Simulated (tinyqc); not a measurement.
Worked calculation: tight binding, dimerised chain. Computed by tinyqc, a small Python program that keeps every step. Settings: t1 = 2.12, t2 = 1.03, delta = 0, points = 12, cells = 3. Command: `OMP_NUM_THREADS=1 python tinyqc.py 23022 23023 out.jsonl` (the two numbers bound the seeds that draw the settings). One thread of a shared host (Intel(R) Xeon(R) Processor @ 2.60GHz), about 0.01 s of CPU time with the checks.

## Bloch Hamiltonian at k

Parameters chosen for this model:
```
parameter     value                      unit
t1         2.120000       eV, inside the cell
t2         1.030000         eV, between cells
delta             0  eV, +/- on the two sites
```

k point k (2 pi / a): 0.4900

H_AA = +delta, H_BB = -delta, H_AB = -t1 - t2 exp(-i k a).

H(k) at k (eV):
```
                 A                B
A           0.0000  -1.0920+0.0647i
B  -1.0920-0.0647i           0.0000
```

## Levels at k

Diagonalise the Hermitian matrix.

eigenvalues (eV): -1.0939  1.0939

weights |c|^2 of the basis functions:
```
   band 1  band 2
A  0.5000  0.5000
B  0.5000  0.5000
```

## Bloch Hamiltonian at X

k point X (2 pi / a): 0.5000

As before.

H(k) at X (eV):
```
         A        B
A   0.0000  -1.0900
B  -1.0900   0.0000
```

## Levels at X

As before.

eigenvalues (eV): -1.0900  1.0900

weights |c|^2 of the basis functions:
```
   band 1  band 2
A  0.5000  0.5000
B  0.5000  0.5000
```

## Bands along a path

The same steps at evenly spaced points between the labelled ones.

Bands along the path (eV):
```
k          band 1  band 2
G         -3.1500  3.1500
G-X 0.25  -2.9400  2.9400
G-X 0.50  -2.3570  2.3570
G-X 0.75  -1.5707  1.5707
X         -1.0900  1.0900
```

With 1 band(s) filled, the highest filled level on these points lies at X and the lowest empty one at X: a gap of 2.1800 eV, direct.

## Berry (Zak) phase of the lower band

On 12 points k_j = j/N: phase = -Im ln of the product of <u_j|u_(j+1)>, closed with u_N = u_0 (the cell-periodic part is taken without the site positions). Single arguments depend on the phases chosen for the u_j; only their sum modulo 2 pi does not.

Overlaps:
```
j   |<u_j|u_j+1>|  argument (rad)
0          0.9964         -0.0847
1          0.9969          0.2479
2          0.9980         -0.3893
3          0.9996          0.4798
4          0.9985         -0.4522
5          0.9804          0.1986
6          0.9804          0.1986
7          0.9985         -0.4522
8          0.9996          0.4798
9          0.9980         -0.3893
10         0.9969          0.2479
11         0.9964         -0.0847
```

phase / pi, folded into (-1, 1] = 0.0000

## Open chain of 3 cells

H of the open chain (eV):
```
         1        2        3        4        5        6
1   0.0000  -2.1200   0.0000   0.0000   0.0000   0.0000
2  -2.1200   0.0000  -1.0300   0.0000   0.0000   0.0000
3   0.0000  -1.0300   0.0000  -2.1200   0.0000   0.0000
4   0.0000   0.0000  -2.1200   0.0000  -1.0300   0.0000
5   0.0000   0.0000   0.0000  -1.0300   0.0000  -2.1200
6   0.0000   0.0000   0.0000   0.0000  -2.1200   0.0000
```

The same hoppings without the wrap-around bond.

levels (eV): -2.9030  -2.2450  -1.4620  1.4620  2.2450  2.9030

weights of the highest filled level on the sites: 0.1893  0.0900  0.2206  0.2206  0.0900  0.1893

The bulk gap runs from -1.0900 to 1.0900 eV; no level of this chain lies inside it.
